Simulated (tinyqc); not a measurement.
Worked calculation: coherent transport through a tight-binding region between two chains. Computed by tinyqc, a small Python program that keeps every step. Settings: temperature = 4, mu = 0.5. Command: `OMP_NUM_THREADS=1 python tinyqc.py 29482 29483 out.jsonl` (the two numbers bound the seeds that draw the settings). One thread of a shared host (Intel(R) Xeon(R) Processor @ 2.60GHz), about 0.09 s of CPU time with the checks.

## Transmission at E = -0.14 eV

H of the central region (eV):
```
          1         2
1   0.58000  -1.88000
2  -1.88000  -0.56000
```

Leads: semi-infinite chains with site energy 0:
```
parameter                           value
lead hopping t (eV)              1.920000
coupling to the left lead (eV)   0.520000
coupling to the right lead (eV)  0.690000
left contact site                       1
right contact site                      2
```

E = -0.14000 eV

Surface Green function g = (E - i sqrt(4 t^2 - E^2)) / (2 t^2); self-energy tc^2 g on each contact site; G = (E - H - Sigma)^(-1); Gamma = -2 Im Sigma; T = Gamma_L Gamma_R |G_LR|^2; local density of states -Im G_ii / pi.

g = -0.01899-0.52049i 1/eV

G (1/eV):
```
                   1                 2
1  -0.11252-0.06054i  0.48460-0.01460i
2   0.48460-0.01460i  0.18317-0.04183i
```

local density of states (1/eV): 0.01927  0.01331

transmission = 0.03279

## Transmission across the band

The same steps on a grid of energies.

T(E):
```
E (eV)            T
-3.6480000  0.00072
-3.2832000  0.00382
-2.9184000  0.01384
-2.5536000  0.05997
-2.1888000  0.46760
-1.8240000  0.31750
-1.4592000  0.10109
-1.0944000  0.05606
-0.7296000  0.04053
-0.3648000  0.03428
0.0000000   0.03255
0.3648000   0.03432
0.7296000   0.04065
1.0944000   0.05647
1.4592000   0.10319
1.8240000   0.35135
2.1888000   0.59649
2.5536000   0.06271
2.9184000   0.01408
3.2832000   0.00386
3.6480000   0.00073
```

levels of the isolated region (eV): -1.95451  1.97451

## Current

I = (2e/h) int T(E) [f(E - mu - V/2) - f(E - mu + V/2)] dE at 4 K with mu = 0.5 eV, the bias not changing H; 2e^2/h = 77.48092 microsiemens; the integral runs over the band on 4001 points.

Current:
```
V (volt)  I (microampere)
0.01000           0.02832
0.05000           0.13937
0.10000           0.27885
0.20000           0.55849
0.40000           1.12342
0.80000           2.30055
```
